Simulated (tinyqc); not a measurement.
States in the gap of a film: thin (001) film in sp3s* tight binding with raised dangling bonds.

Planes alternate anion (a), cation (c) along [001], a/4 apart, starting with an anion; zero in-plane momentum; levels counted from the bulk Ev, the lower root of [[Epa, Vxx], [Vxx, Epc]]; no spin-orbit coupling. Block of s, pz, s*: from an anion to the cation above, Vss/2 (s,s), Vsapc/2 (s,z), -Vscpa/2 (z,s), Vxx/2 (z,z), Vxapc/2 (s*,z), -Vpaxc/2 (z,s*); to the cation below the same with the s-z and s*-z signs reversed. Block of u = (px + py)/sqrt2 and v = (px - py)/sqrt2: to the cation above (Vxx + Vxy)/2 for u and (Vxx - Vxy)/2 for v, to the cation below the reverse. Each surface atom has two dangling sp3 hybrids; raising both by dl adds (dl/2) [[1, t], [t, 1]] to its s, pz levels (t = -1 at the bottom face, +1 at the top) and dl to the one of u, v in whose plane the missing bonds lie (v for a bottom anion or a top cation, u for a top anion).

Inputs chosen for the exercise (out of a larger set: near a published set for AlAs, fitted to gaps, whose masses and valley positions are rough; not measured data): p = (-7.464, 0.976, -1.149, 3.624, 7.4, 6.647, -6.676, 1.875, 4.253, 5.163, 5.515, 4.571, 4.937) eV (order Esa, Epa, Esc, Epc, Exa, Exc, Vss, Vxx, Vxy, Vsapc, Vscpa, Vxapc, Vpaxc); Nw = 25 (planes in the thicker film).

edges (eV): Gamma 3.07388, Delta 2.24738

Levels between 0 and the lower bulk edge, the largest weight on the two outer planes of both faces among them, and the nearest levels outside, for several shifts dl.

Film of Nw planes:

| dl (eV) | levels in the gap | at (eV) | surface weight | next above (eV) | next below (eV) |
|---|---|---|---|---|---|
| 0 | 4 | 0.005, 0.103, 0.971, 0.971 | 0.85 | 2.2625 | -0.0457 |
| 1 | 4 | 0.319, 0.356, 1.845, 1.845 | 0.89 | 2.2625 | -0.0441 |
| 2 | 2 | 0.739, 0.753 | 0.69 | 2.2625 | -0.0434 |
| 3 | 2 | 1.232, 1.239 | 0.74 | 2.2625 | -0.0430 |
| 5 | 2 | 2.221, 2.228 | 0.71 | 2.2636 | -0.0426 |
| 10 | 0 | - | - | 2.2624 | -0.0422 |
| 30 | 0 | - | - | 2.2624 | -0.0419 |
| 100 | 0 | - | - | 2.2624 | -0.0418 |

Can the levels of the bare film be read as confined subbands?

No: with bare surfaces (dl = 0) 4 levels lie in the bulk gap, with up to 85 % of the weight on the four outer planes, two a face, where an even spread gives 16 %; these are dangling-bond states, not subbands. The reruns show the bulk gap clear from dl = 10 eV on, and at dl = 30 eV the next level above lies 0.0 meV from its value at 100 eV.

Computed by tinyqc, a small Python program: `OMP_NUM_THREADS=1 python tinyqc.py 1451265 1451266 out.jsonl` (the numbers bound the seed that draws the inputs); one thread of a shared host (Intel(R) Xeon(R) Processor @ 2.30GHz), about 0.4 s for the whole set of steps.
